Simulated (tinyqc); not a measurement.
Planar ballistic transistor, top-of-the-barrier model: two steps of the calculation.

At the top of the source barrier, states moving towards the drain are filled by the source (Fermi level 0) and states moving back by the drain (Fermi level -q Vd); nothing scatters. U is the shift of the band edge there, set by the capacitances CG, CD and CS (the total) and by the charge. Parabolic two-dimensional band; the source is grounded.

Values chosen for this exercise; mass and valleys close to those of gallium arsenide: temperature T = 300 K; effective mass m = 0.0693 m0; valley degeneracy gv = 1; relative permittivity of the gate insulator eox = 3.9; insulator thickness tox = 3.4 nm; gate control CG/CS aG = 0.94; band edge at the barrier top above the source Fermi level at zero bias E0 = 0.39 eV; drain voltage Vd = 0.1 V.

Constants: q = 1.602176634e-19 C, kB = 1.380649e-23 J/K, hbar = 1.054571817e-34 J s, m0 = 9.1093837015e-31 kg, Vt = kB T/q, eps0 = 8.8541878128e-14 F/cm where lengths are in cm. Results are converted to the units shown.

Question 1. Self-consistent potential at the barrier top. eta1 = -(E0 + U)/Vt, eta2 = eta1 - Vd/Vt, n = (N0/2)[F_0(eta1) + F_0(eta2)], F_0(x) = ln(1 + exp x). U(out) = UL + q (n - n0)/CS. U(new) = U + 0.5 (U(out) - U).

U after iteration 1 = -0.36620297 eV
N0 = 7.4838414e11 cm^-2
CS = 1.0804547 uF/cm^2
n0 = 2.1009362e5 cm^-2
UL = -0.3818 eV

Wanted: eta1; eta2; n; U(out); U after iteration 2.

Answer 1.

eta1 = -0.92051
eta2 = -4.7887
n = 1.2856e11 cm^-2
U(out) = -0.36274 eV
U after iteration 2 = -0.36447 eV

Question 2. Current, mean velocity and share of the gate voltage. N0 = gv m kB T/(pi hbar^2), CG = eps0 eox/tox, vT = sqrt(2 kB T/(pi m)), CS = CG/aG, n0 = n at U = 0 and Vd = 0. I = q (N0/2) vT [F_(1/2)(eta1) - F_(1/2)(eta2)] per width, F_(1/2)(x) = (2/sqrt(pi)) int_0^infinity u^(1/2)/(1 + exp(u - x)) du. Mean velocity I/(q n). CQ = (q/Vt) dn/d(eta1); the band edge follows the gate as -dU/dVg = aG/(1 + CQ/CS).

converged U = -0.36405060 eV

Find: eta1; n; I; mean velocity; CQ; -dU/dVg.

Answer 2.

eta1 = -1.004
n = 1.197e11 cm^-2
I = 39.09 uA/um
mean velocity = 2.038e7 cm/s
CQ = 0.6396 uF/cm^2
-dU/dVg = 0.5905 eV/V

The carriers from the source are near degeneracy (eta1 = -1.00), and the mean velocity is 0.997 times vT = sqrt(2 kB T/(pi m)) = 2.04e7 cm/s.

tinyqc, about 0.01 s, one thread, Intel Xeon 2.30GHz (shared host): `OMP_NUM_THREADS=1 python tinyqc.py 2400043 2400044 out.jsonl`
